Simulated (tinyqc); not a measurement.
Worked calculation: tight binding, honeycomb lattice. Computed by tinyqc, a small Python program that keeps every step. Settings: t1 = 1.09, t2 = 0, phi = -1.42, delta = 0.64, points = 5. Command: `OMP_NUM_THREADS=1 python tinyqc.py 20047 20048 out.jsonl` (the two numbers bound the seeds that draw the settings). One thread of a shared host (Intel(R) Xeon(R) Processor @ 2.60GHz), about 0.01 s of CPU time with the checks.

## Bloch Hamiltonian at k

Parameters chosen for this model:
```
parameter      value                        unit
t1          1.090000                 eV, nearest
t2                 0       eV, second neighbours
phi        -1.420000  rad, phase of t2 (Haldane)
delta       0.640000          eV, +/- on A and B
```

k point k (fractions of the reciprocal vectors): 0.43000  -0.09000

H_AB = -t1 (1 + exp(-i k.a1) + exp(-i k.a2)); H_AA = delta - 2 t2 sum cos(k.b + phi), H_BB = -delta - 2 t2 sum cos(k.b - phi), b = a1, a2 - a1, -a2.

H(k) at k (eV):
```
                   A                  B
A            0.64000  -1.02406-0.11995i
B  -1.02406+0.11995i           -0.64000
```

## Levels at k

Diagonalise the Hermitian matrix.

eigenvalues (eV): -1.21354  1.21354

weights |c|^2 of the basis functions:
```
    band 1   band 2
A  0.23631  0.76369
B  0.76369  0.23631
```

## Bloch Hamiltonian at K

k point K (fractions of the reciprocal vectors): 0.33333  0.66667

As before.

H(k) at K (eV):
```
         A         B
A  0.64000   0.00000
B  0.00000  -0.64000
```

## Levels at K

As before.

eigenvalues (eV): -0.64000  0.64000

weights |c|^2 of the basis functions:
```
    band 1   band 2
A  0.00000  1.00000
B  1.00000  0.00000
```

## Bands along a path

The same steps at evenly spaced points between the labelled ones.

Bands along the path (eV):
```
k            band 1   band 2
G          -3.33204  3.33204
G-K 0.25   -3.04593  3.04593
G-K 0.50   -2.27200  2.27200
G-K 0.75   -1.26400  1.26400
K          -0.64000  0.64000
K-M 0.25   -0.78323  0.78323
K-M 0.50   -1.02289  1.02289
K-M 0.75   -1.20053  1.20053
M          -1.26400  1.26400
M-K' 0.25  -1.20053  1.20053
M-K' 0.50  -1.02289  1.02289
M-K' 0.75  -0.78323  0.78323
K'         -0.64000  0.64000
```

With 1 band(s) filled, the highest filled level on these points lies at K and the lowest empty one at K: a gap of 1.2800 eV, direct.

## Chern number of the lower band

On a 5 x 5 mesh, the phase of the product of overlaps around each plaquette (k1 then k2); the sum over 2 pi is an integer.

plaquette phases (rad):
```
          1         2         3         4         5
1   0.00000  -0.05501  -0.14762   0.08759   0.02978
2   0.05501   0.00000  -0.47325  -0.53584   0.08759
3   0.14762   0.47325   0.00000  -0.47325  -0.14762
4  -0.08759   0.53584   0.47325   0.00000  -0.05501
5  -0.02978  -0.08759   0.14762   0.05501   0.00000
```

Chern number = 0.00000
